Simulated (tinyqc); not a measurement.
# Rectangular fin or nanosheet with a gate all round, subbands and threshold shift from confinement: charge and subband filling against gate voltage

Undoped body with a flat potential across it, hard walls, transport along x. Three valley pairs (g = 2 each) with the longitudinal mass along x, y or z. Non-parabolicity enters the subband edges through E (1 + al E) = gamma, so E = 2 gamma/(1 + sqrt(1 + 4 al gamma)); motion within a subband is taken as parabolic with the band-edge mass. Energies are counted from the bulk band edge.

gamma = C pi^2 [a^2/(my (t + dl)^2) + b^2/(mz (H + dl)^2)], C = hbar^2/(2 m0). Each subband has N_k = g sqrt(2 mx m0 kB T/(pi hbar^2)). With degeneracy n = sum N_k F((EF - E_k)/Vt), F(x) = (1/sqrt(pi)) int_0^infinity u^(-1/2) du/(1 + exp(u - x)); gate: Vg = EF + q n/(Cg P), P = 2 (t + H), summed over the 60 lowest subbands at most, with Vg counted from the value that would put EF at the bulk band edge of an empty body. Cq = q dn/dEF.

Values chosen for this exercise; masses close to those of silicon: temperature T = 300 K; longitudinal mass ml = 0.898 m0; transverse mass mt = 0.192 m0; non-parabolicity al = 0.5 1/eV; width (along y) t = 6.4 nm; widening of the box by penetration into the insulator dl = 0.3 nm; gate capacitance per area of interface Cg = 2.1 uF/cm^2; height (along z) H = 38.4 nm.

Constants: q = 1.602176634e-19 C, kB = 1.380649e-23 J/K, hbar = 1.054571817e-34 J s, m0 = 9.1093837015e-31 kg, Vt = kB T/q, hbar^2/(2 m0) = 0.0380998212 eV nm^2. Results are converted to the units shown.

Result of one run:
```
EF - E_1 (eV),n (cm^-1),n/P (cm^-2),share of the lowest subband (%),Cq/(Cg P),total C/(Cg P)
0.006761,4.024e7,4.491e12,7.166,10.68,0.9144
```

Which gate voltage Vg gave this result: -0.02, 0.23, 0.36, 0.48 or 0.61 V?

Vg = 0.36 V.

The whole series:
```
Vg (V),EF - E_1 (eV),n (cm^-1),n/P (cm^-2),share of the lowest subband (%),Cq/(Cg P),total C/(Cg P)
-0.14,-0.1515,1.136e5,1.267e10,10.18,0.03738,0.03603
-0.02,-0.06142,3.622e6,4.043e11,9.810,1.165,0.5381
0.11,-0.02379,1.447e7,1.615e12,8.822,4.362,0.8135
0.23,-0.006197,2.650e7,2.957e12,7.953,7.503,0.8824
0.36,0.006761,4.024e7,4.491e12,7.166,10.68,0.9144
0.48,0.01599,5.325e7,5.943e12,6.568,13.36,0.9304
0.61,0.02429,6.754e7,7.538e12,6.031,15.99,0.9412
0.73,0.03093,8.086e7,9.024e12,5.614,18.18,0.9479
0.86,0.03734,9.537e7,1.064e13,5.231,20.32,0.9531
```

EF passes E_1 = 0.0106 eV at Vg = 0.287 V. The share of the lowest subband falls from 10.2 to 5.23 % and the total capacitance rises from 0.0360 to 0.953 of Cg P. In the last row 4.9 % of an added gate voltage goes into raising EF (from the last two rows). For Vg = -0.02, 0.11, 0.23, 0.36, 0.48, 0.61, 0.73, 0.86 the charge would bend the potential across the body noticeably, which is left out.

Numbers from tinyqc (`OMP_NUM_THREADS=1 python tinyqc.py 2350073 2350074 out.jsonl`; about 0.3 s on one thread of a shared Intel Xeon 2.30GHz).
